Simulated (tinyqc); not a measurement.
# Worked calculation: threshold of a short bulk MOSFET: charge sharing, barrier lowering, narrow width

Computed by the program tinyqc: `OMP_NUM_THREADS=1 python tinyqc.py 2002006 2002007 out.jsonl`, one thread of a shared Intel Xeon 2.30GHz, about 0.01 s for the whole run. Printed values are rounded.

n-channel device on a p-type body, depletion approximation, full ionisation. Uniform doping N = Na. Vbi from Boltzmann statistics is rough for the degenerate source. Cox = eps0 eox/tox.

Inputs (values chosen for the exercise); band and dielectric values close to those of silicon: temperature T = 400 K; band gap Eg = 1.1 eV; relative permittivity eps_r = 11.6; conduction-band density of states at T Nc = 4.26e19 cm^-3; valence-band density of states at T Nv = 4.13e19 cm^-3; relative permittivity of the gate insulator (close to silicon dioxide) eox = 3.9; insulator thickness tox = 4.6 nm; channel doping Na = 1.8e18 cm^-3; source and drain doping Nsd = 1e20 cm^-3; flat-band voltage for the doping Na Vfb = -0.84 V; junction depth xj = 74 nm; body-source voltage Vbs = 0 V; drain-source voltage Vds = 1 V; gate width W = 370 nm; shape factor of the fringing depletion at the width edges xw = 0; channel length L = 150 nm.

Constants: q = 1.602176634e-19 C, kB = 1.380649e-23 J/K, Vt = kB T/q, eps0 = 8.8541878128e-14 F/cm where lengths are in cm. Results are converted to the units shown.

## Long-channel threshold and scales

ni = sqrt(Nc Nv) exp(-Eg/(2 Vt)), Eg in volts; 2 pB = 2 Vt ln(N/ni); flat band Vfb - Vt ln(N/Na); Wd = sqrt(2 eps0 eps_r (2 pB - Vbs)/(q N)); body term q N Wd/Cox; long-channel VT0 = flat band + 2 pB + body term; Vbi = Vt ln(N Nsd/ni^2); scale length l = sqrt((eps_r/eox) tox Wd).

N = 1.8e18 cm^-3
2 pB = 0.882942 V
flat band = -0.84 V
Wd = 25.0780 nm
body term = 0.963430 V
VT0 = 1.00637 V
Vbi = 1.02142 V
l = 18.5235 nm

## Short-channel and narrow-width shifts

Charge sharing (trapezoid; it ignores Vds): F = (xj/L)(sqrt(1 + 2 Wd/xj) - 1), lowering = body term times F. Barrier lowering: th = exp(-L/(2 l)) + 2 exp(-L/l), lowering = th [2 (Vbi - 2 pB) + Vds], DIBL = th. Narrow width: rise = body term times xw Wd/W. VT by each model = VT0 - lowering + rise.

F = 0.145678
lowering by charge sharing = 140.350 mV
th = 0.0180496
lowering of the barrier = 23.0485 mV
DIBL = 18.0496 mV/V
narrow-width rise = 0 mV
VT, charge sharing = 0.866022 V
VT, barrier lowering = 0.983323 V

L is 8.10 scale lengths. The charge-sharing lowering is 6.09 times the barrier lowering; the first falls off as 1/L and the second exponentially. Both describe the same loss of gate control, so they are alternatives and are not added.
